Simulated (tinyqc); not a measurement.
# Error from band bending against le

In A the levels shift by pb (1 - z/W)^2 for z < W. The signal from depth z is weighted by exp(-z/le)/le, so the centroid shifts by pb [1 - 2/a + (2/a^2)(1 - exp(-a))], a = W/le, and the error of iA against its value at the interface is that less pb.

Values chosen for this exercise: band bending in A at the interface pb = 0.56 V; width of the bent region W = 17 nm.

Error from band bending against le:
```
le (nm)	a	centroid shift (eV)	error (meV)
0.5	34.00	0.5280	-31.97
1.9	8.947	0.4488	-111.2
3.4	5.000	0.3805	-179.5
4.8	3.542	0.3305	-229.5
6.2	2.742	0.2909	-269.1
7.7	2.208	0.2572	-302.8
9.1	1.868	0.2318	-328.2
10.6	1.604	0.2095	-350.5
12	1.417	0.1921	-367.9
```

The size of the error rises from 32.0 to 368 meV; for large a it is 2 |pb|/a. It is below 50 meV, a typical accuracy of the method, in 1 of the 9 rows. Heavily doped substrates and deep-probing photons need the correction.

Numbers from tinyqc (`OMP_NUM_THREADS=1 python tinyqc.py 2410135 2410136 out.jsonl`; about 0.01 s on one thread of a shared Intel Xeon 2.30GHz).
